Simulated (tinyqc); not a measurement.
What moves the plasmon: plasmons of a degenerate electron gas in the random-phase approximation.

Zero temperature, parabolic band: kF = (3 pi^2 n)^(1/3), EF = c kF^2/m, Ep^2 = 8 pi c e2 n/(m eb), qTF^2 = 6 pi e2 n/(eb EF), c = hbar^2/2m0, e2 = e^2/(4 pi eps0), n in 1/angstrom^3 (1e-24 per 1/cm^3).

Lindhard function: eps(q, E)/eb = 1 + (qTF/q)^2 (f1 + i f2) with z = q/(2 kF), u = E/(hbar vF q), hbar vF = 2 c kF/m; f1 = 1/2 + [h(z - u) + h(z + u)]/(8 z), h(x) = (1 - x^2) ln|(x + 1)/(x - 1)|; f2 = pi u/2 for z + u < 1, (pi/(8 z))(1 - (z - u)^2) for |z - u| < 1 < z + u, else 0. Pairs exist for c (q^2 - 2 q kF)/m < E < c (q^2 + 2 q kF)/m.

Constants: hbar^2/2m0 = 3.80998211 eV angstrom^2; e^2/(4 pi eps0) = 14.39964547 eV angstrom.

Inputs chosen for the exercise (a free-electron density near that of Li; shifted at random, so the results belong to these values and not to a real crystal): n = 4.75e+22 1/cm^3 (electron density); m = 1 m0 (mass); eb = 1 (background dielectric constant); qp = 0.754 1/angstrom (wave vector of the plasmon).

The plasmon is taken at qp.

One parameter was then changed.

Results before and after:

| case | Ep (eV) | plasmon at qp (eV) | qc (1/angstrom) |
|---|---|---|---|
| base | 8.093 | 9.987 | 0.9788 |
| changed | 7.716 | 9.713 | 0.9445 |

Which of these changes was made? (a) n = 5.7e+22 1/cm^3; (b) m = 1.15 m0; (c) qp = 0.528 1/angstrom; (d) eb = 1.1.

Answer: (d) eb = 1.1. Of the candidates, run in turn, only this one gives the changed row.

All candidates:

| case | Ep (eV) | plasmon at qp (eV) | qc (1/angstrom) |
|---|---|---|---|
| base | 8.093 | 9.987 | 0.9788 |
| n = 5.7e+22 1/cm^3 | 8.865 | 10.77 | 1.017 |
| m = 1.15 m0 | 7.547 | 9.074 | 1.031 |
| eb = 1.1 | 7.716 | 9.713 | 0.9445 |
| qp = 0.528 1/angstrom | 8.093 | 8.919 | 0.9788 |

(tinyqc, `OMP_NUM_THREADS=1 python tinyqc.py 1681652 1681653 out.jsonl`, Intel(R) Xeon(R) Processor @ 2.30GHz, 1 thread, shared host, about 0.01 s.)
